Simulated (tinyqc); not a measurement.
Hot electrons in a saturated n-channel MOSFET, lucky-electron model: effect of the junction depth.

Beyond pinch-off the lateral field grows as Esat cosh(y/l) over the velocity-saturated region (pseudo-two-dimensional model). Impact ionisation in this region gives the substrate current, which biases the body forward through Rsub. Currents are per width. Local-field laws: they overstate ionisation when the field peak is narrower than an energy relaxation length.

Cox = 3.9 eps0/tox, l = sqrt(3 tox xj), Esat = 2 vs/mu. Overdrive g = Vg - VT + kb Vb; Vdsat = g Esat L/(g + Esat L); Id = Cox vs (g - Vdsat); dV = Vd - Id Rd - Vdsat; Em = sqrt((dV/l)^2 + Esat^2); Isub = Id (Ai/Bi) l Em exp(-Bi/Em). Vb = Rsub Isub is solved self-consistently. Lifetime tau = (Hl/Id)(Isub/Id)^(-m); 1 year = 3.15576e7 s.

Inputs (values chosen for the exercise); values close to those of silicon n-channel devices:
```
symbol,value,unit,meaning
L,0.18,um,channel length
tox,4,nm,oxide thickness
VT,0.71,V,threshold
mu,300,cm^2/(V s),effective mobility
vs,9.7e6,cm/s,saturation velocity
Ai,2e6,1/cm,ionisation prefactor
Bi,1.79,MV/cm,ionisation field
Rd,0,ohm um,resistance of the lightly doped drain
Rsub,4700,ohm um,substrate resistance
kb,0.29,,fall of VT per volt of forward body bias
m,3,,lifetime exponent
Hl,4900,s uA/um,lifetime constant
Vd,1.6,V,drain voltage
Vg,1.1,V,gate voltage
```

Constants: eps0 = 8.8541878128e-14 F/cm where lengths are in cm. Results are converted to the units shown.

Effect of the junction depth:

| xj (nm) | Id (uA/um) | Em (MV/cm) | Isub (uA/um) | Isub/Id | tau (years) |
|---|---|---|---|---|---|
| 30 | 86.72 | 0.6886 | 9.408 | 0.1085 | 0.001403 |
| 40 | 85.12 | 0.5983 | 6.257 | 0.07351 | 0.004592 |
| 55 | 83.84 | 0.5121 | 3.738 | 0.04459 | 0.02090 |
| 74 | 83.04 | 0.4431 | 2.156 | 0.02597 | 0.1068 |
| 100 | 82.53 | 0.3828 | 1.139 | 0.01380 | 0.7155 |
| 140 | 82.21 | 0.3255 | 0.5011 | 0.006095 | 8.342 |
| 180 | 82.09 | 0.2887 | 0.2497 | 0.003042 | 67.18 |

As xj goes from 30 to 180 nm, Em falls from 0.689 to 0.289 MV/cm, Isub falls from 9.41 to 0.250 uA/um and tau rises from 0.00140 to 67.2 years. From the first row to the last, log10(tau) changes by 4.7: 4.7 from (Isub/Id)^(-m), which holds Em and l, and 0.024 from 1/Id. At xj = 30 nm Isub/Id passes 0.1, where multiplication of the secondary carriers, left out here, counts.

Computed by the program tinyqc: `OMP_NUM_THREADS=1 python tinyqc.py 2550081 2550082 out.jsonl`, one thread of a shared Intel Xeon 2.30GHz, about 0.01 s for the whole run.
